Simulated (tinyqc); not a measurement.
# Undoped symmetric double-gate MOSFET, analytic potential model: two studies

An undoped body of thickness ts between two equal insulators and tied gates; long channel, electrons only, n = ni exp((psi - V)/Vt) with V the quasi-Fermi potential (0 at the source, Vd at the drain), constant mobility, no quantisation. Across the body psi(x) = V - 2 Vt ln[(ts/(2 beta)) sqrt(q ni/(2 eps0 eps_r Vt)) cos(2 beta x/ts)], x from the centre. Q is the electron charge per area of the whole body.

Values chosen for this exercise; material values close to those of silicon:
```
symbol,value,unit,meaning
T,300,K,temperature
Eg,1.1,eV,band gap
eps_r,11.5,,relative permittivity of the semiconductor
Nc,2.82e19,cm^-3,conduction-band density of states at T
Nv,2.63e19,cm^-3,valence-band density of states at T
eox,23,,relative permittivity of the gate insulator
tox,12,nm,insulator thickness
ts,10,nm,body thickness
dphi,0.21,V,gate work function less that of the intrinsic body
mu,380,cm^2/(V s),channel mobility
L,0.5,um,gate length
Vd,0.1,V,drain voltage
```

Constants: q = 1.602176634e-19 C, kB = 1.380649e-23 J/K, Vt = kB T/q, eps0 = 8.8541878128e-14 F/cm where lengths are in cm. Results are converted to the units shown.

Each table varies one quantity; the others keep the values above.

## Effect of the insulator thickness

ni = sqrt(Nc Nv) exp(-Eg/(2 Vt)), Eg in volts; r = eps_r tox/(eox ts); V0 = dphi + 2 Vt ln[(2/ts) sqrt(2 eps0 eps_r Vt/(q ni))]. beta (between 0 and pi/2) solves (Vg - V0 - V)/(2 Vt) = ln(beta) - ln(cos beta) + 2 r beta tan(beta). Q = 8 eps0 eps_r Vt beta tan(beta)/ts; I = mu (1/L)(4 eps0 eps_r/ts)(2 Vt)^2 [g(beta_s) - g(beta_d)] per width, g = beta tan(beta) - beta^2/2 + r beta^2 tan^2(beta), with beta_s at V = 0 and beta_d at V = Vd.  I(low) is taken at Vg = 0.43 V, Qs and I(high) at Vg = 1.18 V.

The same in every row: V0 (V) = 0.68164.

Result of one run:
```
tox (nm)	I(low) (nA/um)	Qs(high) (nC/cm^2)	I(high) (uA/um)
25	0.23995	704.88	48.022
```

What becomes of these results when the insulator thickness tox is changed from 25 to 12 nm, all else the same?

Result of the changed run:
```
tox (nm)	I(low) (nA/um)	Qs(high) (nC/cm^2)	I(high) (uA/um)
12	0.23997	1360.3	92.005
```

The whole series:
```
tox (nm)	I(low) (nA/um)	Qs(high) (nC/cm^2)	I(high) (uA/um)
4	0.23998	3580.8	238.76
5.8	0.23998	2586.4	173.38
8.3	0.23997	1886.1	127.02
12	0.23997	1360.3	92.005
17	0.23996	996.88	67.673
25	0.23995	704.88	48.022
36	0.23993	506.63	34.617
```

As tox goes from 4 to 36 nm, I(low) stays near 0.240 nA/um and I(high) falls from 239 to 34.6 uA/um. On average I(low) is independent of tox and I(high) goes as tox^(-0.88). Below threshold no voltage drops over the insulator in this long-channel model, so its thickness does not matter there. In every row the surface density at the source at the higher gate voltage passes 0.3 Nc, where Boltzmann statistics fail.

## Output curve

Q = 8 eps0 eps_r Vt beta tan(beta)/ts; I = mu (1/L)(4 eps0 eps_r/ts)(2 Vt)^2 [g(beta_s) - g(beta_d)] per width, g = beta tan(beta) - beta^2/2 + r beta^2 tan^2(beta), with beta_s at V = 0 and beta_d at V = Vd.

In this table Vg = 1.25 V.

Result of one run:
```
Vd (V)	Qd (nC/cm^2)	Qd/Qs	I (uA/um)
0.81	0.018363	1.1672e-5	330.95
```

What becomes of these results when the drain voltage Vd is changed from 0.81 to 0.21 V, all else the same?

Result of the changed run:
```
Vd (V)	Qd (nC/cm^2)	Qd/Qs	I (uA/um)
0.21	945.75	0.60116	200.54
```

The whole series:
```
Vd (V)	Qd (nC/cm^2)	Qd/Qs	I (uA/um)
0.11	1240.1	0.78827	117.54
0.21	945.75	0.60116	200.54
0.31	663.51	0.42176	261.60
0.41	400.78	0.25475	301.88
0.51	173.67	0.11039	323.40
0.61	28.030	0.017817	330.29
0.71	0.86794	5.5170e-4	330.93
0.81	0.018363	1.1672e-5	330.95
0.91	3.8381e-4	2.4397e-7	330.95
```

The current rises from 118 to 331 uA/um, while the charge at the drain end falls from 0.79 to 2.4e-7 of that at the source. The current first comes within 1 % of its last value at Vd = 0.61 V among the rows. Over the last rows Qd falls by a factor of e for each Vt of drain voltage: the drain end is in weak inversion. In every row the surface density at the source passes 0.3 Nc, where Boltzmann statistics fail. For Vd = 0.41 to 0.91 V mu V/L, with V the smaller of Vd and Vg - V0, passes 3e6 cm/s, so velocity saturation would lower the current.

Computed by the program tinyqc: `OMP_NUM_THREADS=1 python tinyqc.py 2440163 2440164 out.jsonl`, one thread of a shared Intel Xeon 2.30GHz, about 0.03 s for the whole run.
